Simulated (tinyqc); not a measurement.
Worked calculation: MP2 on RHF in the sto-3g basis, frozen core, for BeH2, spin multiplicity 1. One step of it, computed by the program tinyqc.

Task: Integrals over molecular orbitals. (pq|rs) = sum C_ip C_jq C_kr C_ls (ij|kl), one index at a time.

coefficients C:
```
,MO1,MO2,MO3,MO4,MO5,MO6,MO7
1Be 1s,0.991830,-0.214068,0.000000,0.027388,0.000000,-0.226963,0.000000
1Be 2s,0.031360,0.597237,0.000000,-0.116879,0.000000,1.080702,0.000000
1Be 2px,0.000000,0.000000,0.000000,0.000000,1.000000,0.000000,0.000000
1Be 2py,0.000000,0.000000,0.496992,0.000000,0.000000,0.000000,1.255186
1Be 2pz,-0.000033,0.011279,0.000000,0.992747,0.000000,0.125972,0.000000
2H 1s,-0.003746,0.392311,0.425019,0.056530,0.000000,-0.743260,-0.863999
3H 1s,-0.003746,0.392311,-0.425019,0.056530,0.000000,-0.743260,0.863999
```

core Hamiltonian H = T + V (hartree), lower triangle:
```
,1Be 1s,1Be 2s,1Be 2px,1Be 2py,1Be 2pz,2H 1s,3H 1s
1Be 1s,-8.564847
1Be 2s,-2.113331,-2.772441
1Be 2px,0.000000,0.000000,-2.239987
1Be 2py,0.000000,0.000000,0.000000,-2.433132
1Be 2pz,-0.001389,-0.012638,0.000000,0.000000,-2.240460
2H 1s,-0.388783,-1.037926,0.000000,-1.133871,-0.057248,-2.031433
3H 1s,-0.388783,-1.037926,0.000000,1.133871,-0.057248,-0.062948,-2.031433
```

Two-electron integrals (ij|kl) in chemists' order, unique and non-zero (hartree):
```
i,j,k,l,(ij|kl)
1,1,1,1,2.298831
2,1,1,1,0.392036
2,1,2,1,0.079539
2,2,1,1,0.570988
2,2,2,1,0.143041
2,2,2,2,0.417683
3,1,3,1,0.014607
3,2,3,1,0.021888
3,2,3,2,0.092265
3,3,1,1,0.569578
3,3,2,1,0.143083
3,3,2,2,0.417589
3,3,3,3,0.449859
4,1,4,1,0.014607
4,2,4,1,0.021888
4,2,4,2,0.092265
4,3,4,3,0.024249
4,4,1,1,0.569578
4,4,2,1,0.143083
4,4,2,2,0.417589
4,4,3,3,0.401360
4,4,4,4,0.449859
5,1,5,1,0.014607
5,2,5,1,0.021888
5,2,5,2,0.092265
5,3,5,3,0.024249
5,4,5,4,0.024249
5,5,1,1,0.569578
5,5,2,1,0.143083
5,5,2,2,0.417589
5,5,3,3,0.401360
5,5,4,4,0.401360
5,5,5,5,0.449859
6,1,1,1,0.070262
6,1,2,1,0.014248
6,1,2,2,0.025846
6,1,3,3,0.025666
6,1,4,1,0.001255
6,1,4,2,0.002372
6,1,4,4,0.026217
6,1,5,1,0.000062
6,1,5,2,0.000117
6,1,5,4,0.000027
6,1,5,5,0.025667
6,1,6,1,0.002676
6,2,1,1,0.179231
6,2,2,1,0.045604
6,2,2,2,0.146226
6,2,3,3,0.140576
6,2,4,1,0.005947
6,2,4,2,0.037277
6,2,4,4,0.157350
6,2,5,1,0.000294
6,2,5,2,0.001845
6,2,5,4,0.000830
6,2,5,5,0.140618
6,2,6,1,0.009039
6,2,6,2,0.077861
6,3,3,1,0.004071
6,3,3,2,0.019338
6,3,4,3,0.006361
6,3,5,3,0.000315
6,3,6,3,0.006913
6,4,1,1,0.195374
6,4,2,1,0.050298
6,4,2,2,0.169022
6,4,3,3,0.159017
6,4,4,1,0.009610
6,4,4,2,0.057812
6,4,4,4,0.188820
6,4,5,1,0.000274
6,4,5,2,0.001905
6,4,5,4,0.001160
6,4,5,5,0.159059
6,4,6,1,0.010389
6,4,6,2,0.102109
6,4,6,4,0.137884
6,5,1,1,0.009672
6,5,2,1,0.002490
6,5,2,2,0.008367
6,5,3,3,0.007872
6,5,4,1,0.000274
6,5,4,2,0.001905
6,5,4,4,0.008718
6,5,5,1,0.004084
6,5,5,2,0.019432
6,5,5,4,0.006403
6,5,5,5,0.008504
6,5,6,1,0.000514
6,5,6,2,0.005055
6,5,6,4,0.006484
6,5,6,5,0.007234
6,6,1,1,0.347291
6,6,2,1,0.089917
6,6,2,2,0.323763
6,6,3,3,0.300473
6,6,4,1,0.013384
6,6,4,2,0.109548
6,6,4,4,0.369898
6,6,5,1,0.000663
6,6,5,2,0.005423
6,6,5,4,0.003437
6,6,5,5,0.300643
6,6,6,1,0.018226
6,6,6,2,0.221378
6,6,6,4,0.307533
6,6,6,5,0.015224
6,6,6,6,0.774606
7,1,1,1,0.070262
7,1,2,1,0.014248
7,1,2,2,0.025846
7,1,3,3,0.025666
7,1,4,1,-0.001255
7,1,4,2,-0.002372
7,1,4,4,0.026217
7,1,5,1,0.000062
7,1,5,2,0.000117
7,1,5,4,-0.000027
7,1,5,5,0.025667
7,1,6,1,0.002445
7,1,6,2,0.007631
7,1,6,4,0.008134
7,1,6,5,0.000438
7,1,6,6,0.014904
7,1,7,1,0.002676
7,2,1,1,0.179231
7,2,2,1,0.045604
7,2,2,2,0.146226
7,2,3,3,0.140576
7,2,4,1,-0.005947
7,2,4,2,-0.037277
7,2,4,4,0.157350
7,2,5,1,0.000294
7,2,5,2,0.001845
7,2,5,4,-0.000830
7,2,5,5,0.140618
7,2,6,1,0.007631
7,2,6,2,0.039371
7,2,6,4,0.041835
7,2,6,5,0.002528
7,2,6,6,0.082251
7,2,7,1,0.009039
7,2,7,2,0.077861
7,3,3,1,0.004071
7,3,3,2,0.019338
7,3,4,3,-0.006361
7,3,5,3,0.000315
7,3,6,3,0.002712
7,3,7,3,0.006913
7,4,1,1,-0.195374
7,4,2,1,-0.050298
7,4,2,2,-0.169022
7,4,3,3,-0.159017
7,4,4,1,0.009610
7,4,4,2,0.057812
7,4,4,4,-0.188820
7,4,5,1,-0.000274
7,4,5,2,-0.001905
7,4,5,4,0.001160
7,4,5,5,-0.159059
7,4,6,1,-0.008134
7,4,6,2,-0.041835
7,4,6,4,-0.043177
7,4,6,5,-0.002647
7,4,6,6,-0.086901
7,4,7,1,-0.010389
7,4,7,2,-0.102109
7,4,7,4,0.137884
7,5,1,1,0.009672
7,5,2,1,0.002490
7,5,2,2,0.008367
7,5,3,3,0.007872
7,5,4,1,-0.000274
7,5,4,2,-0.001905
7,5,4,4,0.008718
7,5,5,1,0.004084
7,5,5,2,0.019432
7,5,5,4,-0.006403
7,5,5,5,0.008504
7,5,6,1,0.000438
7,5,6,2,0.002528
7,5,6,4,0.002647
7,5,6,5,0.002871
7,5,6,6,0.005385
7,5,7,1,0.000514
7,5,7,2,0.005055
7,5,7,4,-0.006484
7,5,7,5,0.007234
7,6,1,1,0.010622
7,6,2,1,0.002630
7,6,2,2,0.007458
7,6,3,3,0.007351
7,6,4,4,0.007662
7,6,5,1,0.000035
7,6,5,2,0.000173
7,6,5,5,0.007357
7,6,6,1,0.000477
7,6,6,2,0.002681
7,6,6,4,0.003143
7,6,6,5,0.000191
7,6,6,6,0.006089
7,6,7,1,0.000477
7,6,7,2,0.002681
7,6,7,4,-0.003143
7,6,7,5,0.000191
7,6,7,6,0.000135
7,7,1,1,0.347291
7,7,2,1,0.089917
7,7,2,2,0.323763
7,7,3,3,0.300473
7,7,4,1,-0.013384
7,7,4,2,-0.109548
7,7,4,4,0.369898
7,7,5,1,0.000663
7,7,5,2,0.005423
7,7,5,4,-0.003437
7,7,5,5,0.300643
7,7,6,1,0.014904
7,7,6,2,0.082251
7,7,6,4,0.086901
7,7,6,5,0.005385
7,7,6,6,0.174637
7,7,7,1,0.018226
7,7,7,2,0.221378
7,7,7,4,-0.307533
7,7,7,5,0.015224
7,7,7,6,0.006089
7,7,7,7,0.774606
```

Give: one-electron integrals over orbitals h = C^T H C; Two-electron integrals over orbitals.

Result:

one-electron integrals over orbitals h = C^T H C (hartree), lower triangle:
```
,1,2,3,4,5,6,7
1,-8.5535
2,0.2110,-2.3293
3,0.0000,0.0000,-2.2702
4,-0.0278,0.0126,0.0000,-2.2372
5,0.0000,0.0000,0.0000,0.0000,-2.2400
6,0.2014,-0.2308,0.0000,-0.0301,0.0000,-1.9015
7,0.0000,0.0000,-0.3081,0.0000,0.0000,0.0000,-1.8537
```

Two-electron integrals over orbitals (pq|rs), unique and non-zero (hartree); the lowest 1 orbital is frozen and left out:
```
p,q,r,s,(pq|rs)
2,2,2,2,0.3790
3,2,3,2,0.1599
3,3,2,2,0.3911
3,3,3,3,0.4144
4,2,2,2,0.0047
4,2,3,3,0.0057
4,2,4,2,0.0478
4,3,3,2,0.0079
4,3,4,3,0.0135
4,4,2,2,0.3560
4,4,3,3,0.3393
4,4,4,2,-0.0159
4,4,4,4,0.4507
5,2,5,2,0.0477
5,3,5,3,0.0129
5,4,5,2,-0.0052
5,4,5,4,0.0247
5,5,2,2,0.3565
5,5,3,3,0.3394
5,5,4,2,-0.0057
5,5,4,4,0.4010
5,5,5,5,0.4499
6,2,2,2,-0.0161
6,2,3,3,-0.0417
6,2,4,2,-0.0026
6,2,4,4,0.0626
6,2,5,5,0.0644
6,2,6,2,0.0819
6,3,3,2,-0.0921
6,3,4,3,-0.0066
6,3,6,3,0.0856
6,4,2,2,0.0013
6,4,3,3,-0.0024
6,4,4,2,0.0445
6,4,4,4,-0.0019
6,4,5,5,0.0045
6,4,6,2,0.0129
6,4,6,4,0.0480
6,5,5,2,0.0465
6,5,5,4,-0.0033
6,5,6,5,0.0493
6,6,2,2,0.3809
6,6,3,3,0.3915
6,6,4,2,0.0141
6,6,4,4,0.3539
6,6,5,5,0.3560
6,6,6,2,-0.0269
6,6,6,4,0.0088
6,6,6,6,0.3994
7,2,3,2,-0.0401
7,2,4,3,-0.0065
7,2,6,3,0.0620
7,2,7,2,0.0571
7,3,2,2,-4.59e-04
7,3,3,3,-0.0182
7,3,4,2,-0.0091
7,3,4,4,0.0679
7,3,5,5,0.0682
7,3,6,2,0.0771
7,3,6,4,0.0062
7,3,6,6,-0.0212
7,3,7,3,0.0863
7,4,3,2,-0.0151
7,4,4,3,0.0126
7,4,6,3,0.0095
7,4,7,2,0.0028
7,4,7,4,0.0184
7,5,5,3,0.0134
7,5,7,5,0.0169
7,6,3,2,0.1395
7,6,4,3,0.0087
7,6,6,3,-0.0913
7,6,7,2,-0.0489
7,6,7,4,-0.0130
7,6,7,6,0.1359
7,7,2,2,0.4055
7,7,3,3,0.4222
7,7,4,2,0.0012
7,7,4,4,0.3805
7,7,5,5,0.3802
7,7,6,2,-0.0221
7,7,6,4,-0.0032
7,7,6,6,0.4149
7,7,7,3,0.0010
7,7,7,7,0.4606
```
